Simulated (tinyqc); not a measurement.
## Transfer length from front and end resistance

Inverse problem. A contact of length d and width W has Rc = (Rsh Lt/W) coth(d/Lt) and Re = (Rsh Lt/W)/sinh(d/Lt), with Rsh the sheet resistance under the metal and Lt = sqrt(rc/Rsh). Find Lt, Rsh and rc.

Inputs (values chosen for the exercise): contact length d = 0.41 um; contact width W = 1.6 um.

Rc = 4.0582564 ohm
Re = 1.3053045 ohm

Answer. Rc/Re = cosh(d/Lt) gives Lt, and Re then gives Rsh.

Lt = 0.228 um
Rsh = 27.0 ohm/sq
rc = 1.40e-8 ohm cm^2

Computed by the program tinyqc: `OMP_NUM_THREADS=1 python tinyqc.py 2760147 2760148 out.jsonl`, one thread of a shared Intel Xeon 2.30GHz, about 0.01 s for the whole run.
